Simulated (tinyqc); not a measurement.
Worked calculation: Frenkel-Kontorova chain: a misfit dislocation (kink) in a monolayer on a periodic substrate. Computed by tinyqc, a small Python program that keeps every step. Command: `OMP_NUM_THREADS=1 python tinyqc.py 3001665 3001666 out.jsonl fkchain walk`. One thread of a shared host (Intel(R) Xeon(R) Processor @ 2.30GHz), about 0.02 s of CPU time with the checks. Intermediate numbers are printed to about 6 digits and carried at full precision; extremes and crossings named in words are read from the listed rows.

E = sum_j [(k/2)(x_(j+1) - x_j - b)^2 + (W/2)(1 - cos(2 pi x_j/a))], x_j = a (j + u_j). A kink takes u from 0 to 1: the chain is stretched by one period and has one atom fewer than wells.

Inputs (values chosen for the exercise, for a model overlayer):
```
quantity,value,unit
spring constant k,1.08,eV/angstrom^2
substrate period a,3.23,angstrom
corrugation W,2.02,eV
misfit f = (b - a)/a,0.12,-
atoms on each side n,10,-
atomic mass M,198,u
```

Relaxation: Newton steps.

Constants: nu for 1 eV/(angstrom^2 u) = 15.6333042 THz.

## Continuum limit

l0 = sqrt(k a^2/(2 W)); kink u(j) = (2/pi) arctan exp(pi j/l0); kink energy at f = 0: E0 = (4/pi) W l0; with misfit E0 - k a^2 f; kinks become favourable at f_c = 2/(pi l0), and a coherent chain with free ends loses stability at f_m = 1/l0. Lowest vibration of the flat chain: nu0 = 15.6333042 THz x sqrt(2 pi^2 W/(a^2 M)).

kink width l0 = 1.67003

kink energy E0 = 4.29522 eV

kink energy with misfit = 2.94311 eV

critical misfit f_c = 0.381203

limit f_m = 0.598792

gap frequency nu0 = 2.17198 THz

f < f_c: the layer stays in register. Caution: a corrugation above 1 eV is larger than real overlayers usually show; it is chosen to keep the kink narrow. Caution: for l0 below about 3 the kink spans few atoms, and the continuum kink energy is off by about 2 per cent or more.

## Start between two atoms

Discrete chain at f = 0, ends held at u = 0 and 1: E = (k a^2/2) sum (u_(j+1) - u_j)^2 + (W/2) sum (1 - cos 2 pi u_j), gradient g_j = k a^2 (2 u_j - u_(j-1) - u_(j+1)) + pi W sin(2 pi u_j), Hessian 2 k a^2 + 2 pi^2 W cos(2 pi u_j) on the diagonal and -k a^2 beside it. Free atoms j = -n..n-1 start from the continuum shape centred half-way, at j + 1/2.

u at the start: [0.000000, 0.000000, 0.000000, 0.000003, 0.000020, 0.000134, 0.000880, 0.005773, 0.037836, 0.236952, 0.763048, 0.962164, 0.994227, 0.999120, 0.999866, 0.999980, 0.999997, 1.000000, 1.000000, 1.000000]

E at the start = 3.93064 eV

gradient (eV): [0.00000, 0.00000, -0.00001, -0.00004, -0.00027, -0.00178, -0.01165, -0.07598, -0.38783, 2.64047, -2.64047, 0.38783, 0.07598, 0.01165, 0.00178, 0.00027, 0.00004, 0.00001, 0.00000, 0.00000]

## Relaxation

Start as above (continuum shape at j + 1/2, j = -n..n-1, l0 = sqrt(k a^2/(2 W))). u(new) = u - H^-1 g; stop when the largest gradient is below 1e-9 eV.

Course:
```
step,E (eV),largest gradient (eV)
1,3.93064,2.64047e+00
2,3.77185,6.52629e-01
3,3.76356,1.69776e-02
4,3.76355,1.31973e-05
5,3.76355,8.00782e-12
```

relaxed u: [0.000000, 0.000000, 0.000001, 0.000008, 0.000040, 0.000216, 0.001156, 0.006188, 0.033112, 0.176369, 0.823631, 0.966888, 0.993812, 0.998844, 0.999784, 0.999960, 0.999992, 0.999999, 1.000000, 1.000000]

energy, centre between atoms = 3.76355 eV

last gradient = 8.00782e-12 eV

Converged; the discrete energy is 0.8762 of the continuum value, which puts the discrete f_c = E/(k a^2) at 0.3340.

## Peierls barrier

Repeat by Newton steps with an atom at the centre (j = -n..n, u_0 = 1/2). Barrier = difference of the two energies; the lowest Hessian eigenvalue tells minimum from saddle.

energy, centre on an atom = 4.29983 eV

Peierls barrier = 536.277 meV

lowest eigenvalue, between atoms = 25.1669 eV

lowest eigenvalue, on an atom = -20.7525 eV

The atom-centred kink, with an atom on top of the corrugation, is a saddle and the other a minimum. The barrier is 27 % of W, what one atom alone would climb.

## Kink density above f_c

Frank and van der Merwe: the modulus q solves f = 2 E(q)/(pi l0 q), and the kinks per atom are pi/(2 l0 q K(q)), with the complete elliptic integrals K and E; strain left = f - density (for f above f_c = 2/(pi l0)).

Continuum ground state:
```
f,q,kinks per atom,strain left
0.3831,0.999005,0.209311,0.173789
0.3888,0.995303,0.253511,0.135289
0.4003,0.986658,0.296398,0.103902
0.4193,0.970756,0.341162,0.078138
0.4574,0.936256,0.405168,0.052232
0.5337,0.865457,0.504374,0.029326
0.6480,0.767374,0.632557,0.015443
0.8386,0.635337,0.831681,0.006919
```

0.50 % above f_c the density is already 0.55 of f: kinks repel only exponentially, so they flood in, as 1/|ln(f - f_c)|. At 2.2 f_c they take up 99.2 % of the misfit and the layer floats nearly free.

Checks made by the program: energy against a quasi-Newton minimiser (relative difference below 1e-10).
